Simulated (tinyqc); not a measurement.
Hubbard ring of 3 sites, step by step. Computed by tinyqc, a small Python program that keeps every step. Settings: hopping = 1.83, U = 1.9, mixing = 1, iteration cap = 70. Command: `OMP_NUM_THREADS=1 python tinyqc.py 20941 20942 out.jsonl` (the two numbers bound the seeds that draw the settings). One thread of a shared host (Intel(R) Xeon(R) Processor @ 2.60GHz), about 0.2 s of CPU time with the checks. Later iterations appear only in the table of the cycle.

## Mean-field iteration 1

one-body matrix (hopping and site energies) (eV):
```
           1          2          3
1  -0.810000  -1.830000  -1.830000
2  -1.830000   0.110000  -1.830000
3  -1.830000  -1.830000   0.520000
```

U = 1.900000 eV

electrons, up and down: 2  1

mixing = 1

n(up) at the start (a guess, not normalised): 1 0.967000, 2 0.367000, 3 0.967000

n(down) at the start (a guess): 1 0.033000, 2 0.633000, 3 0.033000

H(up) = T + U n(down), H(down) = T + U n(up); fill the lowest levels; n(new) = n + mixing (n(out) - n); E = tr T (rho up + rho down) + U sum n_up n_down of the output.

levels, up (eV): -3.414751  1.713864  2.848987

levels, down (eV): -2.340737  2.746407  3.786230

energy = -4.680099 eV

n(up) after iteration 1: 1 0.981327, 2 0.324720, 3 0.693953

n(down) after iteration 1: 1 0.367056, 2 0.400217, 3 0.232727

## Mean-field iteration 2

As before.

levels, up (eV): -3.132180  2.104288  2.747891

levels, down (eV): -2.491304  2.714033  3.397271

energy = -4.774659 eV

n(up) after iteration 2: 1 0.999013, 2 0.535175, 3 0.465811

n(down) after iteration 2: 1 0.345348, 2 0.391618, 3 0.263034

## Mean-field iteration 3

As before.

levels, up (eV): -3.138395  2.086487  2.771908

levels, down (eV): -2.456899  2.936954  3.139946

energy = -4.799922 eV

n(up) after iteration 3: 1 0.997181, 2 0.561243, 3 0.441577

n(down) after iteration 3: 1 0.347524, 2 0.342573, 3 0.309903

## Convergence

Each step fills the lowest levels of T + U n(other spin) and sets n(new) = n + mixing (n(out) - n); stop when output and input agree to 1e-8.

Course of the cycle:
```
iteration       E (eV)  largest |n(out) - n(in)|  mean |n_up - n_down|
1          -4.68009901                  3.34e-01              0.383665
2          -4.77465875                  2.28e-01              0.333333
3          -4.79992248                  4.90e-02              0.333333
4          -4.80721365                  6.55e-02              0.333333
5          -4.80925339                  1.47e-02              0.333333
6          -4.80979010                  1.76e-02              0.333333
7          -4.80992824                  3.89e-03              0.333333
8          -4.80996307                  4.48e-03              0.333333
9          -4.80997179                  9.82e-04              0.333333
10         -4.80997396                  1.12e-03              0.333333
11         -4.80997450                  2.45e-04              0.333333
...                ...                       ...                   ...
17         -4.80997468                  3.74e-06              0.333333
18         -4.80997468                  4.24e-06              0.333333
19         -4.80997468                  9.27e-07              0.333333
20         -4.80997468                  1.05e-06              0.333333
21         -4.80997468                  2.30e-07              0.333333
22         -4.80997468                  2.61e-07              0.333333
23         -4.80997468                  5.70e-08              0.333333
24         -4.80997468                  6.46e-08              0.333333
25         -4.80997468                  1.41e-08              0.333333
26         -4.80997468                  1.60e-08              0.333333
27         -4.80997468                  3.51e-09              0.333333
```

local moments n_up - n_down: 1 0.629512, 2 0.345822, 3 0.024666

Converged in 27 iterations. Before convergence this energy mixes input and output and is not variational, so it may rise towards its limit.

## The many-body Hamiltonian

Basis: all placements (u, d, 2, 0 on each site), up operators ordered before down ones; hops carry the sign of the same-spin electrons passed.

H (eV):
```
           2u0        u20        uud        20u        udu        u02        duu        02u
2u0   0.390000  -1.830000  -1.830000  -1.830000   0.000000   0.000000   1.830000   0.000000
u20  -1.830000   1.310000  -1.830000   0.000000  -1.830000   0.000000   0.000000   1.830000
uud  -1.830000  -1.830000  -0.180000   0.000000   0.000000  -1.830000   0.000000   0.000000
20u  -1.830000   0.000000   0.000000   0.800000  -1.830000  -1.830000  -1.830000   0.000000
udu   0.000000  -1.830000   0.000000  -1.830000  -0.180000  -1.830000   0.000000  -1.830000
u02   0.000000   0.000000  -1.830000  -1.830000  -1.830000   2.130000   0.000000   0.000000
duu   1.830000   0.000000   0.000000  -1.830000   0.000000   0.000000  -0.180000  -1.830000
02u   0.000000   1.830000   0.000000   0.000000  -1.830000   0.000000  -1.830000   2.640000
0u2   0.000000   0.000000   1.830000   0.000000   0.000000  -1.830000  -1.830000  -1.830000

           0u2
2u0   0.000000
u20   0.000000
uud   1.830000
20u   0.000000
udu   0.000000
u02  -1.830000
duu  -1.830000
02u  -1.830000
0u2   3.050000
```

## Exact diagonalisation (9 states)

Lowest levels of the sector, and the double occupancy of the lowest state.

lowest levels (eV): -4.875712  -4.305699  -0.180000  0.508285  1.173807  1.717095

double occupancy per site = 0.199780

The mean-field solution above lies 0.0657 eV above the exact energy.

## The lowest level by Lanczos steps

From a random start vector (not printed): a_j = <q_j|H|q_j>, b_j = norm of the remainder after orthogonalising; the Ritz value is the lowest eigenvalue of the tridiagonal matrix of a and b so far.

Lanczos:
```
j   a_j (eV)  b_j (eV)  lowest Ritz value (eV)
1   1.375890  4.729175              1.37588976
2   1.057774  2.985568             -3.51501713
3   1.472507  1.617701             -4.36496727
4   2.971346  3.901863             -4.41513890
5   0.348893  3.566213             -4.45530092
6  -0.512317  0.800483             -4.84375313
7   0.734132  0.768651             -4.87513440
8   1.102530  0.297113             -4.87571083
9   1.229246         0             -4.87571225
```
